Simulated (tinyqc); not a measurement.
Pariser-Parr-Pople SCF with singles CI, for the molecule C1=CC2=CC=CC2=C1 (SMILES; centres numbered as the heavy atoms are written), step by step. One step of it, computed by the program tinyqc.

Task: Iteration 1: orbitals and new P. Diagonalise F (the basis is taken as orthonormal) and form P = 2 sum c c over the lowest orbitals.

F (eV):
```
,1C,2C,3C,4C,5C,6C,7C,8C
1C,-7.361523,-4.093101,0.419888,0.082204,-0.220527,0.082204,0.419888,-4.093101
2C,-4.093101,-7.013058,-3.764457,-0.565022,0.082204,0.523387,0.283667,-0.294827
3C,0.419888,-3.764457,-7.244160,-3.764457,0.419888,0.283667,-3.781438,0.283667
4C,0.082204,-0.565022,-3.764457,-7.013058,-4.093101,-0.294827,0.283667,0.523387
5C,-0.220527,0.082204,0.419888,-4.093101,-7.361523,-4.093101,0.419888,0.082204
6C,0.082204,0.523387,0.283667,-0.294827,-4.093101,-7.013058,-3.764457,-0.565022
7C,0.419888,0.283667,-3.781438,0.283667,0.419888,-3.764457,-7.244160,-3.764457
8C,-4.093101,-0.294827,0.283667,0.523387,0.082204,-0.565022,-3.764457,-7.013058
```

pi electrons, sum of z_r less the charge = 8

Give: orbital energies; P after iteration 1.

Result:

orbital energies (eV): -15.573  -13.109  -11.758  -10.234  -5.630  -1.299  -0.150  0.488

P after iteration 1:
```
,1C,2C,3C,4C,5C,6C,7C,8C
1C,1.147,0.653,-0.218,-0.054,0.158,-0.054,-0.218,0.653
2C,0.653,0.834,0.519,0.328,-0.054,-0.349,-0.143,0.156
3C,-0.218,0.519,1.185,0.519,-0.218,-0.143,0.540,-0.143
4C,-0.054,0.328,0.519,0.834,0.653,0.156,-0.143,-0.349
5C,0.158,-0.054,-0.218,0.653,1.147,0.653,-0.218,-0.054
6C,-0.054,-0.349,-0.143,0.156,0.653,0.834,0.519,0.328
7C,-0.218,-0.143,0.540,-0.143,-0.218,0.519,1.185,0.519
8C,0.653,0.156,-0.143,-0.349,-0.054,0.328,0.519,0.834
```
